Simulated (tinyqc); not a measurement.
Inside a calculation. Model: one-sided p+-n junction, ionisation integral and breakdown.

Program tinyqc, `OMP_NUM_THREADS=1 python tinyqc.py 2120128 2120129 out.jsonl`; Intel Xeon 2.30GHz, shared host, one thread, about 0.07 s. Printed values are rounded.

A p+ layer at x < 0 and an n drift layer from x = 0. Depletion approximation, built-in voltage neglected. Local ionisation coefficients alpha_n = an exp(-(bn/E)^mx), alpha_p = ap exp(-(bp/E)^mx). Electrons move towards +x, holes towards x = 0.

Values chosen for this exercise; material values close to those of 4H silicon carbide:
```
symbol,value,unit,meaning
eps_r,9.68,,relative permittivity
an,1.85e8,1/cm,prefactor of the electron ionisation coefficient
bn,3.38e7,V/cm,field constant for electrons
ap,3.24e8,1/cm,prefactor of the hole ionisation coefficient
bp,2.56e7,V/cm,field constant for holes
mx,1,,exponent
N,1.3e16,cm^-3,donor density of the drift layer
V,1420,V,reverse voltage
fr,0.5,,share of the depleted width that the grid covers
```

Constants: q = 1.602176634e-19 C, eps0 = 8.8541878128e-14 F/cm where lengths are in cm. Results are converted to the units shown.

## Field and ionisation coefficients on a grid

W = sqrt(2 eps0 eps_r V/(q N)), peak field E0 = q N W/(eps0 eps_r), falling linearly to 0 at W. Grid: 14 equal steps from 0 to fr W.

W = 10.8105 um

```
point   x (um)  E (kV/cm)  alpha_n (1/cm)  alpha_p (1/cm)
0      0.00000    2627.08         478.134         18988.9
1      0.38609    2533.26         296.894         13236.0
2      0.77218    2439.44         177.719         8973.42
3      1.15826    2345.61         102.102         5897.32
4      1.54435    2251.79         56.0118         3742.48
5      1.93044    2157.96         29.1642         2282.92
6      2.31653    2064.14         14.3104         1331.39
7      2.70262    1970.31         6.56159         737.596
8      3.08870    1876.49         2.78292         385.196
9      3.47479    1782.66         1.07840         187.866
10     3.86088    1688.84        0.376110         84.5987
11     4.24697    1595.02        0.115886         34.6831
12     4.63306    1501.19       0.0308201         12.7194
13     5.01914    1407.37      0.00686980         4.08063
14     5.40523    1313.54      0.00123574         1.11290
```

## Ionisation integrals by the trapezoid rule

G(x) = integral from 0 to x of (alpha_n - alpha_p); I_n = integral of alpha_n exp(-G) (electrons injected at x = 0), I_p = integral of alpha_p exp(G(end) - G) (holes injected at the far edge); M = 1/(1 - I). All integrals by the trapezoid rule on the grid.

```
point         G  alpha_n exp(-G) (1/cm)
0       0.00000                 478.134
1      -0.60712                 544.842
2      -1.02670                 496.161
3      -1.30837                 377.792
4      -1.49141                 248.880
5      -1.60608                 145.332
6      -1.67501                  76.401
7      -1.71455                  36.444
8      -1.73604                  15.793
9      -1.74703                   6.187
10     -1.75226                   2.169
11     -1.75456                   0.670
12     -1.75547                   0.178
13     -1.75579                   0.040
14     -1.75589                   0.007
```

I_n = 0.0845517
I_p = 0.826523
M_n = 1.09236
M_p = 5.76447

A grid of 1500 steps over the whole width gives I_n = 0.08415 and I_p = 0.8385; the coarse I_n is 0.48 % above and the coarse I_p 1.4 % below those values. Holes multiply more: on this coarse grid M - 1 is 51.6 times as large for them.

## Breakdown voltage by secant steps

G(x) = integral from 0 to x of (alpha_n - alpha_p); I_n = integral of alpha_n exp(-G) (electrons injected at x = 0), I_p = integral of alpha_p exp(G(end) - G) (holes injected at the far edge); M = 1/(1 - I). Secant steps on ln I_n(V) = 0 with the integrals on a fine grid (1500 steps), from the points V = 1160 and 1590 V; stop when the step is below 1e-7 of V.

Course of the iteration:
```
step    V (V)       I_n  change of V (V)
1        1590  0.496550             75.7
2     1665.72   1.32547            -21.7
3     1643.99  0.984717             1.13
4     1645.12  0.999679           0.0240
5     1645.14   1.00000         -2.79e-5
```

Breakdown at 1645.1 V, with a peak field of 2828 kV/cm and W = 11.64 um. The integral for holes reaches 1 at the same voltage.
